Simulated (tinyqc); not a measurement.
Inside a calculation. Method: Hubbard ring of 4 sites. One step of it, computed by the program tinyqc.

Question. Mean-field iteration 1. H(up) = T + U n(down), H(down) = T + U n(up); fill the lowest levels; n(new) = n + mixing (n(out) - n); E = tr T (rho up + rho down) + U sum n_up n_down of the output.

one-body matrix (hopping and site energies) (eV):
```
           1          2          3          4
1   0.090000  -1.160000   0.000000  -1.160000
2  -1.160000  -0.930000  -1.160000   0.000000
3   0.000000  -1.160000  -0.750000  -1.160000
4  -1.160000   0.000000  -1.160000  -0.420000
```

U = 4.700000 eV

electrons, up and down: 2  2

mixing = 0.500000

n(up) at the start (a guess, not normalised): 1 0.950000, 2 0.050000, 3 0.950000, 4 0.050000

n(down) at the start (a guess): 1 0.050000, 2 0.950000, 3 0.050000, 4 0.950000

Give: levels, up; levels, down; energy; n(up) after iteration 1; n(down) after iteration 1.

Answer.

levels, up (eV): -1.3011  0.0190  3.7455  4.9266

levels, down (eV): -1.4691  -0.3881  4.0040  5.2432

energy = -4.0501 eV

n(up) after iteration 1: 1 0.9215, 2 0.0755, 3 0.9370, 4 0.0659

n(down) after iteration 1: 1 0.0572, 2 0.9406, 3 0.0687, 4 0.9335
